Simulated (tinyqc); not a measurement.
# Worked calculation: abrupt p-n junction, non-linear Poisson equation by Newton steps

Program tinyqc, `OMP_NUM_THREADS=1 python tinyqc.py 2000053 2000054 out.jsonl`; Intel Xeon 2.30GHz, shared host, one thread, about 0.03 s. Printed values are rounded; ~0 in a residual or rate marks an entry under 1e-11 of the largest of its column.

One dimension, p side on the left, n side on the right; net doping C = -Na for x < 0 and +Nd for x > 0. The potential psi is counted from the intrinsic level, and the quasi-Fermi potentials are flat: 0 for holes and -V for electrons, so n = ni exp((psi + V)/Vt) and p = ni exp(-psi/Vt) (Boltzmann statistics, full ionisation, no current).

Inputs (values chosen for the exercise); band and dielectric values close to those of indium phosphide:
```
symbol    value   unit                                 meaning
T           300      K                             temperature
Eg         1.33     eV                                band gap
eps_r      12.4                          relative permittivity
Nc      5.76e17  cm^-3  conduction-band density of states at T
Nv      1.09e19  cm^-3     valence-band density of states at T
Na       1.6e15  cm^-3          acceptor density of the p side
Nd       1.9e17  cm^-3             donor density of the n side
V          0.27      V   bias of the p side against the n side
```

Constants: q = 1.602176634e-19 C, kB = 1.380649e-23 J/K, Vt = kB T/q, eps0 = 8.8541878128e-14 F/cm where lengths are in cm. Results are converted to the units shown.

Range of the model: The donor density exceeds a fifth of the band density of states, where Boltzmann statistics begin to fail. Flat quasi-Fermi levels over the whole structure hold only for low forward bias and sides short against the diffusion lengths.

## Intrinsic density, end potentials and Debye lengths

ni = sqrt(Nc Nv) exp(-Eg/(2 Vt)), Eg in volts; psi_p = -Vt ln(Na/ni), psi_n = Vt ln(Nd/ni) - V; Debye length sqrt(eps0 eps_r Vt/(q N)).

ni = 1.68817e7 cm^-3
psi_p = -0.474825 V
psi_n = 0.328320 V
Debye length, p side = 105.225 nm
Debye length, n side = 9.65607 nm

## Net doping on the mesh

```
node,x (nm)
0,-1980
1,-961
2,-465
3,-223
4,-104
5,-45.7
6,-17.3
7,-3.4
8,3.4
9,11
10,19.4
11,28.8
12,39.2
13,50.8
14,63.7
15,78
```

C = -Na for x < 0 and +Nd for x > 0, taken at the nodes.

```
node,net doping C (cm^-3)
0,-1.6e15
1,-1.6e15
2,-1.6e15
3,-1.6e15
4,-1.6e15
5,-1.6e15
6,-1.6e15
7,-1.6e15
8,1.9e17
9,1.9e17
10,1.9e17
11,1.9e17
12,1.9e17
13,1.9e17
14,1.9e17
15,1.9e17
```

## Couplings between neighbouring nodes

a_i = eps0 eps_r/h_i for the interval from node i to i + 1, with h_i = x_(i+1) - x_i in cm.

```
interval,coupling a_i (F/cm^2)
0,1.07745e-8
1,2.21355e-8
2,4.53686e-8
3,9.22621e-8
4,1.88322e-7
5,3.86591e-7
6,7.89870e-7
7,1.61459e-6
8,1.44463e-6
9,1.30705e-6
10,1.16800e-6
11,1.05569e-6
12,9.46482e-7
13,8.51100e-7
14,7.67776e-7
```

## Starting potential

The parabolas of an abrupt Na-Nd junction in the depletion approximation: psi_p + q Na (x + xp)^2/(2 eps0 eps_r) for -xp < x < 0, psi_n - q Nd (xn - x)^2/(2 eps0 eps_r) for 0 < x < xn, flat outside, with W = sqrt(2 eps0 eps_r (psi_n - psi_p)(1/Na + 1/Nd)/q), xp = W Nd/(Na + Nd), xn = W Na/(Na + Nd), psi_p = -Vt ln(Na/ni), psi_n = Vt ln(Nd/ni) - V.

```
node,psi at the start (V)
0,-0.474825
1,-0.474825
2,-0.322715
3,-0.050388
4,0.133676
5,0.235919
6,0.288600
7,0.315070
8,0.326568
9,0.328320
10,0.328320
11,0.328320
12,0.328320
13,0.328320
14,0.328320
15,0.328320
```

## Iteration 1: densities, residual and Jacobian diagonal

n_i = ni exp((psi_i + V)/Vt), p_i = ni exp(-psi_i/Vt), rho_i = p_i - n_i + C_i, g_i = (n_i + p_i)/Vt. Box widths w_i = (h_(i-1) + h_i)/2 in cm. Residual F_i = a_i (psi_(i+1) - psi_i) - a_(i-1) (psi_i - psi_(i-1)) + q rho_i w_i; Jacobian: a_(i-1) and a_i beside the diagonal, b_i = -a_(i-1) - a_i - q g_i w_i on it. The two end nodes are fixed.

```
node,n (cm^-3),p (cm^-3)
0,6116.64,1.6e15
1,6116.64,1.6e15
2,2.19708e6,4.45438e12
3,8.25521e10,1.18551e8
4,1.02063e14,95887.9
5,5.32695e15,1837.19
6,4.08768e16,239.417
7,1.13804e17,85.9951
8,1.77547e17,55.1214
9,1.9e17,51.5085
10,1.9e17,51.5085
11,1.9e17,51.5085
12,1.9e17,51.5085
13,1.9e17,51.5085
14,1.9e17,51.5085
15,1.9e17,51.5085
```

```
node,residual F (C/cm^2),diagonal b (F/cm^2)
1,3.36702e-9,-7.84046e-7
2,-4.44880e-10,-6.85227e-8
3,-2.38392e-13,-1.37640e-7
4,-1.44963e-10,-2.86192e-7
5,-3.69980e-9,-7.18028e-7
6,-1.38515e-8,-1.71226e-6
7,-2.14809e-8,-3.13444e-6
8,-1.45958e-8,-3.85147e-6
9,-2.53173e-9,-3.69370e-6
10,~0,-3.52304e-6
11,~0,-3.38944e-6
12,~0,-3.29745e-6
13,~0,-3.24005e-6
14,~0,-3.22031e-6
```

## Iteration 1: Newton step

Solve the tridiagonal system a_(i-1) d_(i-1) + b_i d_i + a_i d_(i+1) = -F_i for nodes 1 to 14, with d = 0 on fixed nodes. Each component d is damped to sign(d) Vt ln(1 + |d|/Vt) before it is added.

```
node,"Newton step d, before damping (V)"
1,0.0037335
2,-0.0198664
3,-0.0220211
4,-0.0230802
5,-0.0235166
6,-0.0228646
7,-0.0205190
8,-0.0153443
9,-0.0078723
10,-0.0033505
11,-0.0012967
12,-0.0004563
13,-0.0001432
14,-0.0000379
```

```
node,psi after iteration 1 (V)
0,-0.474825
1,-0.471337
2,-0.337453
3,-0.066318
4,0.117181
5,0.219194
6,0.272219
7,0.299965
8,0.314522
9,0.321448
10,0.325170
11,0.327055
12,0.327868
13,0.328177
14,0.328282
15,0.328320
```

## Iteration 2: densities, residual and Jacobian diagonal

As before.

```
node,n (cm^-3),p (cm^-3)
0,6116.64,1.6e15
1,7000.00,1.39809e15
2,1.24236e6,7.87743e12
3,4.45790e10,2.19534e8
4,5.39222e13,1.81495e5
5,2.78947e15,3508.42
6,2.16917e16,451.168
7,6.34463e16,154.250
8,1.11416e17,87.8384
9,1.45648e17,67.1936
10,1.68201e17,58.1842
11,1.80925e17,54.0921
12,1.86705e17,52.4176
13,1.88953e17,51.7939
14,1.89722e17,51.5839
15,1.9e17,51.5085
```

```
node,residual F (C/cm^2),diagonal b (F/cm^2)
1,4.75509e-10,-6.89257e-7
2,-7.52159e-11,-6.93055e-8
3,1.69056e-12,-1.37636e-7
4,-6.76165e-11,-2.83547e-7
5,-1.76132e-9,-6.49856e-7
6,-6.47572e-9,-1.46079e-6
7,-9.19896e-9,-2.81143e-6
8,-4.43200e-9,-3.55638e-6
9,5.43355e-10,-3.47380e-6
10,4.45958e-10,-3.40280e-6
11,9.56332e-11,-3.33376e-6
12,1.53824e-11,-3.27499e-6
13,1.94114e-12,-3.23210e-6
14,2.02973e-13,-3.21797e-6
```

## Iteration 2: Newton step

As before.

```
node,"Newton step d, before damping (V)"
1,0.0003673
2,-0.0100455
3,-0.0138669
4,-0.0157652
5,-0.0165841
6,-0.0156419
7,-0.0126128
8,-0.0086128
9,-0.0040383
10,-0.0016290
11,-0.0006087
12,-0.0002105
13,-0.0000656
14,-0.0000173
```

```
node,psi after iteration 2 (V)
0,-0.474825
1,-0.470973
2,-0.345940
3,-0.077419
4,0.104872
5,0.206382
6,0.259987
7,0.289693
8,0.307088
9,0.317696
10,0.323590
11,0.326453
12,0.327658
13,0.328112
14,0.328265
15,0.328320
```

## Course of the Newton iteration

Stop when the largest undamped |d| is below 1e-9 V, or after 80 iterations.

Course of the iteration:
```
iteration,largest |F| (C/cm^2),largest |d| (V),at node
1,2.15e-8,0.0235,5
2,9.20e-9,0.0166,5
3,2.71e-9,7.20e-3,5
4,4.43e-10,1.31e-3,5
5,1.52e-11,4.32e-5,5
6,1.33e-14,4.59e-8,5
7,1.56e-20,4.94e-14,5
```

Converged in 7 iterations. Once the step is below 0.1 Vt, 3 more iteration(s) reach the threshold: near the solution the error is roughly squared each time.

## Converged densities, field and charge

```
node,converged psi (V)
0,-0.474825
1,-0.471031
2,-0.349464
3,-0.083287
4,0.097755
5,0.198709
6,0.253030
7,0.284734
8,0.304023
9,0.316337
10,0.323035
11,0.326242
12,0.327584
13,0.328089
14,0.328259
15,0.328320
```

n and p as above; field E_i = -(psi_(i+1) - psi_i)/h_i on each interval; charge on either side of the peak Q = eps0 eps_r |E|max (Gauss).

```
node,n (cm^-3),p (cm^-3)
0,6116.64,1.6e15
1,7083.32,1.38164e15
2,7.80690e5,1.25359e13
3,2.31240e10,4.23223e8
4,2.54343e13,3.84780e5
5,1.26291e15,7749.25
6,1.03261e16,947.752
7,3.51992e16,278.036
8,7.42291e16,131.843
9,1.19519e17,81.8834
10,1.54869e17,63.1930
11,1.75322e17,55.8209
12,1.84667e17,52.9960
13,1.88306e17,51.9719
14,1.89551e17,51.6307
15,1.9e17,51.5085
```

```
interval,field E (kV/cm)
0,-0.0372
1,-2.4510
2,-10.9991
3,-15.2135
4,-17.3163
5,-19.1274
6,-22.8082
7,-28.3662
8,-16.2024
9,-7.9742
10,-3.4115
11,-1.2909
12,-0.4349
13,-0.1320
14,-0.0428
```

peak |E| = 28.3662 kV/cm
charge Q = 31.1438 nC/cm^2

## Check against the exact first integral and the depletion approximation

ni = sqrt(Nc Nv) exp(-Eg/(2 Vt)), Eg in volts. Exact first integral for an abrupt junction with thick neutral sides: psi_p = -Vt ln(Na/ni), psi_n = Vt ln(Nd/ni) - V, psi_j = (Nd psi_n + Na psi_p - Vt (Nd - Na))/(Na + Nd) at the junction, n_j = ni exp((psi_j + V)/Vt), p_j = ni exp(-psi_j/Vt), and E_j^2 = (2 q/(eps0 eps_r)) [Nd (psi_n - psi_j - Vt) + Vt (n_j + p_j)] (minority densities of the neutral sides neglected). Depletion approximation: Vbi = Vt ln(Na Nd/ni^2), W = sqrt(2 eps0 eps_r (Vbi - V)(1/Na + 1/Nd)/q), xp = W Nd/(Na + Nd), xn = W Na/(Na + Nd), peak field 2 (Vbi - V)/W, capacitance eps0 eps_r/W.

psi_j = 0.296193 V
exact field at the junction = 27.5987 kV/cm
Vbi = 1.07314 V
W = 832.919 nm
peak field in the depletion approximation = 19.2851 kV/cm

The depletion approximation gives a peak field 30 % below the exact one, since carriers spilling over from the heavily doped side add charge next to the junction. The 16-node mesh above gave 28.37 kV/cm on the interval that holds the junction, 2.8 % above the exact value.
